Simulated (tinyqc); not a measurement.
Read current of a NAND string, cells in series solved by shooting: one step of the calculation.

Cells in series, numbered from 0 at the source line (0 V) to the bit line, each followed by a gap resistance Rg. A cell with gate Vg, threshold VT, source Vs and drain Vd passes I = 2 nf K Vt^2 [F(Vs) - F(Vd)]/(1 + th max(Vg - VT, 0)), F(V) = ln^2(1 + exp((Vg - VT - nf V)/(2 nf Vt))). The selected cell has Vg = Vr, the others Vg = Vp.

Task. Node voltages for a trial current. For a trial current I start at 0 V and, cell by cell (the selected one is cell 1), solve for the drain: sqrt(F(Vd)) = sqrt(F(Vs) - I/k), k = 2 nf K Vt^2/(1 + th max(Vg - VT, 0)), Vd = [Vg - VT - 2 nf Vt ln(exp(sqrt F) - 1)]/nf, then add I Rg.

Parameters, values chosen for the exercise; values of the order met in vertical NAND strings: temperature T = 358 K; gain factor of a cell K = 19 uA/V^2; slope factor nf = 1.5; mobility reduction factor th = 0.03 1/V; resistance of the gap between cells Rg = 6.5 kohm; bit-line voltage Vbl = 0.4 V; pass voltage Vp = 7.9 V; read voltage on the selected word line Vr = 2.41 V.

Constants: q = 1.602176634e-19 C, kB = 1.380649e-23 J/K, Vt = kB T/q. Results are converted to the units shown.

first trial current = 2.5 uA
thresholds from the source end, cell 0 to 3 (V): 3.4  1.3  3.4  -2.2

Give: node voltage after each cell and gap, trial 1.

Result.

node voltage after each cell and gap, trial 1, cell 0 to 3 (V): 0.049623  0.21281  0.26501  0.29895

Numbers from tinyqc (`OMP_NUM_THREADS=1 python tinyqc.py 2142099 2142100 out.jsonl`; about 0.6 s on one thread of a shared Intel Xeon 2.30GHz).
